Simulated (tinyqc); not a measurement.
Cyclotron masses against the field direction: averaged masses of warped heavy- and light-hole bands.

Four-band hole energies E = c k^2 f(u), c = hbar^2/2m0, f = g1 -/+ 2 sqrt(g2^2 + 3 (g3^2 - g2^2) s), s = ux^2 uy^2 + uy^2 uz^2 + uz^2 ux^2 for the unit vector u; minus for heavy, plus for light holes; the mass along u is 1/f.

Values chosen for the exercise (out of a larger set: near those of InSb; not measured data):
- g1 = 34.73 (Luttinger gamma1)
- g2 = 15.47 (gamma2)
- g3 = 16.48 (gamma3)

For the central orbit m_cyc is the mean of 1/f(u) over the directions u normal to B (360 points on the circle). B lies in the (1-10) plane at the angle from [001]; 54.7 degrees is [111], 90 is [110].

Masses (m0):

| angle (degrees) | heavy | light |
|---|---|---|
| 0.0 | 0.3420 | 0.0151 |
| 15.0 | 0.3589 | 0.0150 |
| 30.0 | 0.4019 | 0.0149 |
| 54.7 | 0.4418 | 0.0149 |
| 70.0 | 0.4375 | 0.0149 |
| 90.0 | 0.4340 | 0.0149 |

Give the missing row, angle (degrees) = 45.0.

Computed row:
```
angle (degrees)   heavy   light
45.0             0.4367  0.0149
```

The heavy mass is smallest at 0 and largest at 54.7 degrees of the angles listed, a spread of 29 %; the light mass varies by 1.1 %. The orbit normal to [001] has s between 0 and 1/4, the orbit normal to [111] has s = 1/4 all round, which gives 1/(g1 - sqrt(g2^2 + 3 g3^2)) = 0.4418. This is the classical limit; low Landau levels of holes depart from it.

Computed by tinyqc, a small Python program: `OMP_NUM_THREADS=1 python tinyqc.py 1081425 1081426 out.jsonl` (the numbers bound the seed that draws the inputs); one thread of a shared host (Intel(R) Xeon(R) Processor @ 2.30GHz), about 0.01 s for the whole set of steps.
